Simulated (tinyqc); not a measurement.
Capacitance of parallel on-chip lines from Laplace's equation on a mesh: one step of the calculation.

Cross-section of an endless row of equal lines between two grounded planes; neighbours are driven in antiphase (+1 V and -1 V), so the plane midway between two lines is at 0 V. By symmetry one quarter is solved: x runs from the centre of a line (column 0, mirror) to that midplane (column 4, 0 V), y from the mid-height of the line (row 0, mirror) to the ground plane (row 5, 0 V). The line fills columns 0 to 2 and rows 0 to 2 at 1 V. Cells beside the line (below row 2) have e2, cells above have e1. Each link between nodes has the conductance g = mean permittivity of the two cells beside it (a cell beyond a mirror counts as 0), and the free nodes obey sum g (V_neighbour - V) = 0.

Problem. Capacitance per length. C = 4 eps0 sum g (difference of V)^2 over all links (twice the energy of the four quarters, line at 1 V). Plate estimate without fringing: eps0 [2 e1 w/hd + 2 e2 t/(s/2)], w = 4 hx, t = 4 hx, s/2 = 2 hx, hd = 3 hx.

Parameters, values chosen for the exercise:
- e1 = 4.2 (relative permittivity above and below the lines)
- e2 = 2.4 (relative permittivity between the lines)

Constants: eps0 = 8.8541878128e-12 F/m. Results are converted to the units shown.

converged V (V):
```
	col 0	col 1	col 2	col 3	col 4
row 0	1.0000000	1.0000000	1.0000000	0.4889526	0.0000000
row 1	1.0000000	1.0000000	1.0000000	0.4779053	0.0000000
row 2	1.0000000	1.0000000	1.0000000	0.4226684	0.0000000
row 3	0.6313783	0.6120062	0.5293336	0.2695835	0.0000000
row 4	0.3015011	0.2873130	0.2357447	0.1263320	0.0000000
row 5	0.0000000	0.0000000	0.0000000	0.0000000	0.0000000
```

gx:
```
	col 0	col 1	col 2	col 3
row 0	1.2	1.2	1.2	1.2
row 1	2.4	2.4	2.4	2.4
row 2	3.3	3.3	3.3	3.3
row 3	4.2	4.2	4.2	4.2
row 4	4.2	4.2	4.2	4.2
row 5	2.1	2.1	2.1	2.1
```

gy:
```
	col 0	col 1	col 2	col 3	col 4
row 0	1.2	2.4	2.4	2.4	1.2
row 1	1.2	2.4	2.4	2.4	1.2
row 2	2.1	4.2	4.2	4.2	2.1
row 3	2.1	4.2	4.2	4.2	2.1
row 4	2.1	4.2	4.2	4.2	2.1
```

Wanted: C; plate estimate.

Solution.

C = 288.7 aF/um
plate estimate = 184.2 aF/um

Computed by the program tinyqc: `OMP_NUM_THREADS=1 python tinyqc.py 2790121 2790122 out.jsonl`, one thread of a shared Intel Xeon 2.30GHz, about 1 s for the whole run.
